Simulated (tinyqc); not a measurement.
What each change does: conductance of a narrow metal strip with scatterers (square lattice, Green functions).

A strip of W sites across with hard walls, site energy 0 and hopping -t. Mode n = 1 to W has profile chi_n(j) = sqrt(2/(W + 1)) sin(n j pi/(W + 1)) and energy en = -2t cos(n pi/(W + 1)); E = en - 2t cos(kn a). With z_n = exp(i kn a) (Im k > 0 for closed modes, |z| < 1) each lead gives the self-energy -t z_n in mode n. One column carries the site energies v, here one foreign atom. In the mode basis V_nm = sum_j chi_n(j) v_j chi_m(j), G = (E - en + 2 t z_n - V)^-1, and t_nm = 2t sqrt(sin(kn a) sin(km a)) G_nm in size for open modes. T = sum |t_nm|^2, conductance (2e^2/h) T.

Constants: e^2/h = 3.874045865e-05 S.

Parameters, chosen for this exercise (hopping and spacing of the size met in Cu or Al; the lattice is a model; not measured data): t = 1.11 eV (hopping); W = 4 (sites across); E = -2.75 eV (Fermi energy); v = (0, 0, 0, 2.3) eV (site energies in the scattering column).

Open modes M, T and the added resistance (1/T - 1/M)/(2 e^2/h).

One parameter was then changed.

Results before and after:

| case | M | T | added resistance (ohm) |
|---|---|---|---|
| base | 2 | 1.5852 | 1688 |
| changed | 2 | 1.4958 | 2175 |

Which of these changes was made? (a) v = (0, 0, 0, 2.99) eV; (b) E = -2.66 eV; (c) t = 1.154 eV.
Answer: (a) v = (0, 0, 0, 2.99) eV. Of the candidates, run in turn, only this one gives the changed row.

All candidates:

| case | M | T | added resistance (ohm) |
|---|---|---|---|
| base | 2 | 1.5852 | 1688 |
| t = 1.154 eV | 2 | 1.7009 | 1135 |
| E = -2.66 eV | 2 | 1.6781 | 1238 |
| v = (0, 0, 0, 2.99) eV | 2 | 1.4958 | 2175 |

Program tinyqc; command `OMP_NUM_THREADS=1 python tinyqc.py 1482090 1482091 out.jsonl`; about 0.01 s on one thread of a shared Intel(R) Xeon(R) Processor @ 2.30GHz.
